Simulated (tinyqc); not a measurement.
Pariser-Parr-Pople SCF with singles CI, for the molecule O=c1cc(F)cccc1Cl (SMILES; centres numbered as the heavy atoms are written), step by step. Computed by tinyqc, a small Python program that keeps every step. Settings: charge = 0, gamma = MN, start = huckel, damping = 0.3, iteration cap = 54, excitations kept = 4. Command: `OMP_NUM_THREADS=1 python tinyqc.py 29465 29466 out.jsonl` (the two numbers bound the seeds that draw the settings). One thread of a shared host (Intel(R) Xeon(R) Processor @ 2.60GHz), about 0.01 s of CPU time with the checks. Later iterations appear only in the table of the cycle.

## PPP integrals

Centres (angstrom, eV; a flat drawing with bonds scaled to 1.40 angstrom):

| centre | x | y | core charge z | W | gamma_rr |
|---|---|---|---|---|---|
| 1O | -1.6730 | -1.9800 | 1 | 17.7000 | 15.2000 |
| 2C | -0.7930 | -0.8900 | 1 | 11.1600 | 11.1300 |
| 3C | 0.5700 | -1.2100 | 1 | 11.1600 | 11.1300 |
| 4C | 1.6690 | -0.3430 | 1 | 11.1600 | 11.1300 |
| 5F | 2.9270 | -0.9580 | 2 | 39.0000 | 21.4000 |
| 6C | 1.6770 | 1.0570 | 1 | 11.1600 | 11.1300 |
| 7C | 0.5880 | 1.9360 | 1 | 11.1600 | 11.1300 |
| 8C | -0.7790 | 1.6320 | 1 | 11.1600 | 11.1300 |
| 9C | -1.3930 | 0.3740 | 1 | 11.1600 | 11.1300 |
| 10Cl | -2.7930 | 0.3830 | 2 | 26.0000 | 13.0000 |

Resonance integrals (eV):

| i | j | beta |
|---|---|---|
| 1 | 2 | -2.4500 |
| 2 | 3 | -2.3300 |
| 3 | 4 | -2.3300 |
| 4 | 5 | -2.0500 |
| 4 | 6 | -2.3300 |
| 6 | 7 | -2.3300 |
| 7 | 8 | -2.3300 |
| 8 | 9 | -2.3300 |
| 9 | 10 | -1.5500 |
| 9 | 2 | -2.3300 |

Mataga-Nishimoto: gamma = 14.399645/(R + a), a = 2 x 14.399645/(gamma_rr + gamma_ss); H_rr = -W_r - sum_(s != r) z_s gamma_rs; H_rs = beta for bonds.

repulsion gamma_rs (eV), lower triangle:
```
           1O       2C       3C       4C       5F       6C       7C       8C
1O    15.2000
2C     5.7722  11.1300
3C     4.1554   5.3454  11.1300
4C     2.9905   3.7737   5.3459  11.1300
5F     2.6186   3.1263   4.4228   6.3002  21.4000
6C     2.5643   3.2440   3.7729   5.3455   4.4218  11.1300
7C     2.5642   3.2438   3.2433   3.7733   3.1260   5.3466  11.1300
8C     2.9907   3.7737   3.2434   3.2438   2.6633   3.7733   5.3448  11.1300
9C     4.1565   5.3472   3.7733   3.2442   2.6636   3.2440   3.7730   5.3459
10Cl   3.9600   4.0400   2.9299   2.5200   2.1453   2.5200   2.9303   4.0410

           9C     10Cl
9C    11.1300
10Cl   5.5521  13.0000
```

core matrix H (eV), lower triangle:
```
            1O        2C        3C        4C        5F        6C        7C        8C
1O    -56.0510
2C     -2.4500  -55.9925
3C      0.0000   -2.3300  -54.7451
4C      0.0000    0.0000   -2.3300  -56.5172
5F      0.0000    0.0000    0.0000   -2.0500  -72.6332
6C      0.0000    0.0000    0.0000   -2.3300    0.0000  -52.3341
7C      0.0000    0.0000    0.0000    0.0000    0.0000   -2.3300  -50.5615
8C      0.0000    0.0000    0.0000    0.0000    0.0000    0.0000   -2.3300  -52.2842
9C      0.0000   -2.3300    0.0000    0.0000    0.0000    0.0000    0.0000   -2.3300
10Cl    0.0000    0.0000    0.0000    0.0000    0.0000    0.0000    0.0000    0.0000

            9C      10Cl
9C    -56.4756
10Cl   -1.5500  -58.7839
```

## Starting guess

pi electrons, sum of z_r less the charge = 12

Orbitals of the Hueckel matrix of the beta values.

P at the start, lower triangle:
```
           1O       2C       3C       4C       5F       6C       7C       8C
1O     1.3732
2C     0.7335   0.9908
3C    -0.3527   0.5284   1.3020
4C    -0.1779   0.0170   0.5551   0.9903
5F     0.2141  -0.1488  -0.3190   0.6372   1.5402
6C     0.1822  -0.0815  -0.0141   0.4785  -0.1648   1.1679
7C     0.0921  -0.0622  -0.1582   0.0185  -0.2162   0.7048   0.9860
8C    -0.2476   0.0406  -0.0297  -0.1221   0.1811  -0.1634   0.6042   1.1697
9C    -0.0494   0.3836   0.0766  -0.0522   0.1088  -0.2227   0.0203   0.6114
10Cl  -0.1240  -0.0313  -0.2516   0.0823  -0.1176   0.3203  -0.2304  -0.3067

          9C    10Cl
9C    0.9859
10Cl  0.6372  1.4940
```

## Iteration 1: Fock matrix

F_rr = H_rr + P_rr gamma_rr / 2 + sum_(s != r) P_ss gamma_rs; F_rs = H_rs - P_rs gamma_rs / 2; E = tr P (H + F) / 2 + core repulsion sum_(r<s) z_r z_s gamma_rs.

F (eV), lower triangle:
```
           1O       2C       3C       4C        5F       6C       7C       8C
1O    -8.4550
2C    -4.5669  -4.3317
3C     0.7328  -3.7423  -4.8955
4C     0.2659  -0.0321  -3.8138  -5.7759
5F    -0.2804   0.2326   0.7054  -4.0574  -20.2695
6C    -0.2336   0.1323   0.0265  -3.6090    0.3644  -5.4346
7C    -0.1181   0.1009   0.2565  -0.0349    0.3380  -4.2142  -4.9715
8C     0.3703  -0.0766   0.0481   0.1980   -0.2412   0.3082  -3.9446  -5.4071
9C     0.1027  -3.3555  -0.1446   0.0847   -0.1449   0.3613  -0.0384  -3.9642
10Cl   0.2456   0.0632   0.3685  -0.1036    0.1261  -0.4035   0.3376   0.6198

           9C      10Cl
9C    -5.6984
10Cl  -3.3188  -13.9846
```

pi energy = -197.0441 eV

## Iteration 1: orbitals and new P

Diagonalise F (the basis is taken as orthonormal) and form P = 2 sum c c over the lowest orbitals; 0.3 of the old P is kept.

orbital energies (eV): -21.3625  -15.3771  -12.6671  -11.5026  -10.0893  -8.3649  -2.4581  -1.7988  1.8759  2.5208

P after iteration 1, lower triangle:
```
           1O       2C       3C       4C       5F       6C       7C       8C
1O     1.5177
2C     0.6891   0.8642
3C    -0.2782   0.5122   1.1048
4C    -0.2026   0.1103   0.6606   0.9327
5F     0.1124  -0.0906  -0.2171   0.3817   1.8131
6C     0.1796  -0.1189   0.0092   0.5236  -0.1242   1.0739
7C     0.1058  -0.1130  -0.2392   0.0668  -0.1094   0.7182   0.9364
8C    -0.2333   0.0853  -0.0623  -0.1681   0.0998  -0.0570   0.5858   1.0609
9C    -0.0774   0.4137   0.1849  -0.0917   0.0630  -0.2823   0.0737   0.6848
10Cl  -0.0472  -0.0502  -0.1763   0.0549  -0.0468   0.2031  -0.1321  -0.2403

          9C    10Cl
9C    0.9298
10Cl  0.4305  1.7665
```

## Iteration 2: Fock matrix

As before.

F (eV), lower triangle:
```
           1O       2C       3C       4C        5F       6C       7C       8C
1O    -8.2123
2C    -4.4389  -4.6960
3C     0.5781  -3.6989  -5.4518
4C     0.3029  -0.2081  -4.0957  -6.0147
5F    -0.1471   0.1416   0.4802  -3.2524  -19.0271
6C    -0.2302   0.1928  -0.0173  -3.7294    0.2746  -6.0140
7C    -0.1357   0.1832   0.3878  -0.1260    0.1710  -4.2500  -5.7888
8C     0.3488  -0.1610   0.1010   0.2726   -0.1329   0.1075  -3.8954  -5.9765
9C     0.1608  -3.4361  -0.3489   0.1487   -0.0838   0.4578  -0.1390  -4.1604
10Cl   0.0935   0.1013   0.2583  -0.0691    0.0502  -0.2559   0.1935   0.4855

           9C      10Cl
9C    -5.8517
10Cl  -2.7450  -13.4234
```

pi energy = -201.4996 eV

## Iteration 2: orbitals and new P

As before.

orbital energies (eV): -19.8443  -14.7139  -13.0601  -11.8871  -10.7544  -8.7241  -2.6984  -2.0107  1.2063  2.0303

P after iteration 2, lower triangle:
```
           1O       2C       3C       4C       5F       6C       7C       8C
1O     1.5425
2C     0.6912   0.8267
3C    -0.2409   0.4912   1.0310
4C    -0.2166   0.1314   0.7068   0.9197
5F     0.0746  -0.0616  -0.1703   0.2733   1.9101
6C     0.1751  -0.1273   0.0246   0.5355  -0.1032   1.0337
7C     0.1192  -0.1268  -0.2758   0.0736  -0.0633   0.7282   0.9335
8C    -0.2340   0.1025  -0.0708  -0.1801   0.0658  -0.0199   0.5723   1.0233
9C    -0.0964   0.4213   0.2276  -0.0986   0.0410  -0.3038   0.0826   0.7170
10Cl  -0.0163  -0.0563  -0.1370   0.0411  -0.0213   0.1496  -0.0869  -0.2040

          9C    10Cl
9C    0.9091
10Cl  0.3363  1.8704
```

## Iteration 3: Fock matrix

As before.

F (eV), lower triangle:
```
           1O       2C       3C       4C        5F       6C       7C       8C
1O    -8.2294
2C    -4.4449  -4.8745
3C     0.5006  -3.6428  -5.6570
4C     0.3239  -0.2478  -4.2192  -6.0909
5F    -0.0976   0.0964   0.3767  -2.9110  -18.5691
6C    -0.2245   0.2065  -0.0465  -3.7612    0.2283  -6.1774
7C    -0.1529   0.2057   0.4472  -0.1389    0.0989  -4.2766  -6.0376
8C     0.3499  -0.1934   0.1149   0.2921   -0.0877   0.0376  -3.8594  -6.1342
9C     0.2004  -3.4563  -0.4294   0.1599   -0.0546   0.4928  -0.1558  -4.2464
10Cl   0.0323   0.1136   0.2008  -0.0518    0.0229  -0.1885   0.1273   0.4121

           9C      10Cl
9C    -5.8922
10Cl  -2.4837  -13.2191
```

pi energy = -203.0241 eV

## Iteration 3: orbitals and new P

As before.

orbital energies (eV): -19.2775  -14.5286  -13.1647  -12.0540  -10.9644  -8.8813  -2.7670  -2.0925  1.0154  1.8333

P after iteration 3, lower triangle:
```
           1O       2C       3C       4C       5F       6C       7C       8C
1O     1.5408
2C     0.6996   0.8156
3C    -0.2198   0.4763   1.0019
4C    -0.2234   0.1330   0.7285   0.9182
5F     0.0591  -0.0472  -0.1474   0.2247   1.9458
6C     0.1701  -0.1291   0.0348   0.5372  -0.0923   1.0146
7C     0.1287  -0.1296  -0.2928   0.0710  -0.0425   0.7351   0.9388
8C    -0.2360   0.1106  -0.0741  -0.1818   0.0507  -0.0038   0.5625   1.0074
9C    -0.1100   0.4224   0.2437  -0.0979   0.0304  -0.3114   0.0802   0.7331
10Cl  -0.0025  -0.0581  -0.1151   0.0342  -0.0119   0.1228  -0.0648  -0.1835

          9C    10Cl
9C    0.9043
10Cl  0.2890  1.9126
```

## Convergence

Stop when output and input P, before any damping, agree to 1e-7.

Course of the cycle:

| iteration | E (eV) | largest \|P(out) - P(in)\| |
|---|---|---|
| 1 | -197.044064 | 3.90e-01 |
| 2 | -201.499579 | 1.55e-01 |
| 3 | -203.024068 | 6.95e-02 |
| 4 | -203.538132 | 3.61e-02 |
| 5 | -203.709730 | 2.00e-02 |
| 6 | -203.766803 | 1.13e-02 |
| 7 | -203.785840 | 6.47e-03 |
| 8 | -203.792248 | 3.75e-03 |
| 9 | -203.794438 | 2.38e-03 |
| 10 | -203.795203 | 1.58e-03 |
| 11 | -203.795477 | 1.05e-03 |
| ... | ... | ... |
| 26 | -203.795644 | 3.44e-06 |
| 27 | -203.795644 | 2.39e-06 |
| 28 | -203.795644 | 1.66e-06 |
| 29 | -203.795644 | 1.16e-06 |
| 30 | -203.795644 | 8.06e-07 |
| 31 | -203.795644 | 5.61e-07 |
| 32 | -203.795644 | 3.90e-07 |
| 33 | -203.795644 | 2.71e-07 |
| 34 | -203.795644 | 1.89e-07 |
| 35 | -203.795644 | 1.31e-07 |
| 36 | -203.795644 | 9.13e-08 |

Converged in 36 iterations.

## Converged orbitals

Charges are z - P_rr.

orbital energies (eV): -18.8987  -14.3860  -13.1508  -12.2072  -11.0835  -9.0525  -2.7818  -2.1655  0.9240  1.6891

coefficients:
```
         MO1      MO2      MO3      MO4      MO5      MO6      MO7      MO8
1O    0.0047   0.2103  -0.1873   0.5193   0.1138   0.6331  -0.0222   0.3922
2C    0.0186   0.3437  -0.2378   0.4734   0.0628  -0.0176   0.0185  -0.4559
3C    0.0638   0.2106  -0.2881   0.2134  -0.3841  -0.4048  -0.4935  -0.1134
4C    0.2393   0.1488  -0.3141  -0.0852  -0.4994  -0.1669   0.1965   0.4953
5F    0.9663  -0.0802   0.1325   0.0328   0.1559   0.0407  -0.0383  -0.0897
6C    0.0643   0.1662  -0.3586  -0.3938  -0.2656   0.3316   0.4402  -0.2289
7C    0.0203   0.2167  -0.3080  -0.4601   0.1910   0.2941  -0.4431  -0.2712
8C    0.0063   0.3076  -0.1787  -0.2561   0.5013  -0.2233  -0.1967   0.4814
9C    0.0065   0.4528  -0.0012   0.0540   0.3418  -0.3646   0.5193  -0.1163
10Cl  0.0018   0.6250   0.6736  -0.1313  -0.2944   0.1619  -0.1310   0.0298

          MO9     MO10
1O    -0.0082  -0.2878
2C     0.0184   0.6230
3C     0.2509  -0.4386
4C    -0.4247   0.2704
5F     0.0645  -0.0400
6C     0.4998  -0.0905
7C    -0.4984  -0.0696
8C     0.4196   0.2453
9C    -0.2745  -0.4286
10Cl   0.0498   0.0705
```

pi charges: 1O -0.5255, 2C 0.1934, 3C 0.0233, 4C 0.0748, 5F 0.0306, 6C 0.0082, 7C 0.0462, 8C 0.0134, 9C 0.0845, 10Cl 0.0510

## Singles CI, singlets

Over the 4 single excitations with the smallest orbital gaps: A = (e_a - e_i) delta + 2 (ia|jb) - (ij|ab), with (pq|rs) = sum c_mp c_mq gamma_mn c_nr c_ns. f = 2/3 w |mu|^2 in atomic units, mu = sqrt2 sum c_ia sum_m c_mi c_ma R_m.

singlet CI matrix (eV), lower triangle:
```
         6>7     6>8     5>7     5>8
6>7   3.2842
6>8  -0.0670  4.4174
5>7  -0.0550  0.7654  5.2445
5>8  -0.2791  0.0566  0.0256  5.8352
```

singlet excitation energies (eV): 3.2508  3.9611  5.6839  5.8855

oscillator strengths: 0.1667  0.2381  1.4230  0.7010

## Singles CI, triplets

Over the 4 single excitations with the smallest orbital gaps: A = (e_a - e_i) delta - (ij|ab), with (pq|rs) = sum c_mp c_mq gamma_mn c_nr c_ns.

triplet CI matrix (eV), lower triangle:
```
         6>7      6>8     5>7     5>8
6>7   1.7002
6>8   0.0635   2.0036
5>7   0.0823  -0.3691  3.4614
5>8  -0.3691  -0.1057  0.0018  4.0715
```

triplet excitation energies (eV): 1.6269  1.9243  3.5516  4.1339
